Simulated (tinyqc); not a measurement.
A chain with a side-coupled site and dephasing by Buettiker voltage probes: one step of the calculation.

Sites 1 to 4 form a chain with hopping -t, and site 5 hangs on site 1 by -ts. Lead L joins site 1 and lead R site 4, both semi-infinite chains with hopping -t and site energy 0. Every site carries a probe with self-energy -i Gamma_p/2 that draws no net current. Linear response at zero temperature: mu_L = 1, mu_R = 0 in units of the bias.

Task. Transmissions between terminals. With Gamma the broadening by one lead, T_RL = Gamma^2 |G_(4,1)|^2, T_pL = Gamma Gamma_p |G_(p,1)|^2, T_pR = Gamma Gamma_p |G_(p,4)|^2, T_pq = Gamma_p^2 |G_(p,q)|^2 for p != q.

Parameters, values chosen for the exercise:

| symbol | value | unit | meaning |
|---|---|---|---|
| gp | 0.19 | eV | probe broadening Gamma_p |

G (1/eV):

|  | 1 | 2 | 3 | 4 | 5 |
|---|---|---|---|---|---|
| 1 | -0.0001996-0.0893053i | 0.0799590-0.0358991i | 0.0647543+0.0511950i | -0.0200543+0.0732632i | 0.8836528-0.0019746i |
| 2 | 0.0799590-0.0358991i | -0.3358224-0.8389340i | 0.5548932-0.6452917i | 0.7461790+0.2377212i | 0.3552117+0.7911729i |
| 3 | 0.0647543+0.0511950i | 0.5548932-0.6452917i | 0.3456023-0.6524079i | 0.6768899+0.0579128i | -0.5065614+0.6407264i |
| 4 | -0.0200543+0.0732632i | 0.7461790+0.2377212i | 0.6768899+0.0579128i | -0.1653208-0.2527998i | -0.7249199-0.1984321i |
| 5 | 0.8836528-0.0019746i | 0.3552117+0.7911729i | -0.5065614+0.6407264i | -0.7249199-0.1984321i | 0.0195380-1.7828040i |

Gamma = 1.8103867 eV

Find: T_RL; T_pL; T_pR; T_pq.

Result.

T_RL = 0.018910

| probe | T_pL | T_pR |
|---|---|---|
| 1 | 0.00274 | 0.00198 |
| 2 | 0.00264 | 0.21096 |
| 3 | 0.00234 | 0.15876 |
| 4 | 0.00198 | 0.03138 |
| 5 | 0.26859 | 0.19431 |

T_pq:

|  | 1 | 2 | 3 | 4 | 5 |
|---|---|---|---|---|---|
| 1 | 0.000000 | 0.000277 | 0.000246 | 0.000208 | 0.028189 |
| 2 | 0.000277 | 0.000000 | 0.026148 | 0.022140 | 0.027152 |
| 3 | 0.000246 | 0.026148 | 0.000000 | 0.016661 | 0.024084 |
| 4 | 0.000208 | 0.022140 | 0.016661 | 0.000000 | 0.020392 |
| 5 | 0.028189 | 0.027152 | 0.024084 | 0.020392 | 0.000000 |

Numbers from tinyqc (`OMP_NUM_THREADS=1 python tinyqc.py 2700023 2700024 out.jsonl`; about 0.01 s on one thread of a shared Intel Xeon 2.30GHz).
